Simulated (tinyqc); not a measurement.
## Doping from resistivity

Problem. A uniform, uncompensated and fully ionised sample has rho = 1/(q N mu), mu = m1 + (m2 (T/300 K)^(-bt) - m1)/(1 + (N/Nr)^am). Find N, mu and the diffusion coefficient mu Vt.

Parameters, values chosen for the exercise: temperature T = 300 K; mobility limit at high doping m1 = 494 cm^2/(V s); mobility limit at low doping, at 300 K m2 = 8720 cm^2/(V s); reference doping of the mobility law Nr = 6.19e16 cm^-3; exponent of the mobility law am = 0.4; temperature exponent of m2 bt = 1.8.

Constants: q = 1.602176634e-19 C, kB = 1.380649e-23 J/K, Vt = kB T/q. Results are converted to the units shown.

resistivity = 0.076932593 ohm cm

Answer. With am below 1 the product N mu rises steadily with N, so one doping matches; it is found by iterating N = 1/(q rho mu(N)).

N = 1.40e16 cm^-3
mu = 5.79e3 cm^2/(V s)
diffusion coefficient = 150 cm^2/s

Numbers from tinyqc (`OMP_NUM_THREADS=1 python tinyqc.py 2110162 2110163 out.jsonl`; about 0.02 s on one thread of a shared Intel Xeon 2.30GHz).
